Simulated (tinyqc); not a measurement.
Dopant redistribution at a moving silicon-oxide interface during parabolic oxidation: one step, computed by the program tinyqc.

Uniformly doped silicon is oxidised with x_ox = sqrt(B t); the interface advances into the silicon by alpha x_ox, alpha = 0.44. The dopant does not move in the oxide, and at the interface C(silicon) = m C(oxide).

Question. Rates. D = D0 exp(-E/(k_B T)), converted with 1 cm^2/s = 3.6e11 um^2/h; B = B0 exp(-E_B/(k_B T)); s = alpha sqrt(B/(4 D)), the interface advance over 2 sqrt(D t). Temperatures in kelvin are T(C) + 273.15.

Inputs (values chosen for the exercise, modelled on boron in silicon under dry oxygen):
```
quantity,value,unit
dopant prefactor D0,0.996,cm^2/s
dopant activation energy E,3.52,eV
oxidation prefactor B0,737,um^2/h
oxidation activation energy E_B,1.22,eV
temperature T,1100,C
time t,4.2,h
```

Constants: k_B = 8.617333262e-05 eV/K.

Give: D; B; s; oxide thickness; diffusion length 2 sqrt(D t).

Answer.

D = 0.04319 um^2/h

B = 0.02453 um^2/h

s = 0.1658

oxide thickness = 0.3210 um

diffusion length 2 sqrt(D t) = 0.8518 um

Diffusion outruns the interface. Caution: parabolic growth needs an oxide much thicker than the Deal-Grove length A, which fails for thin films and low temperatures; oxidation-enhanced or retarded diffusion is ignored.
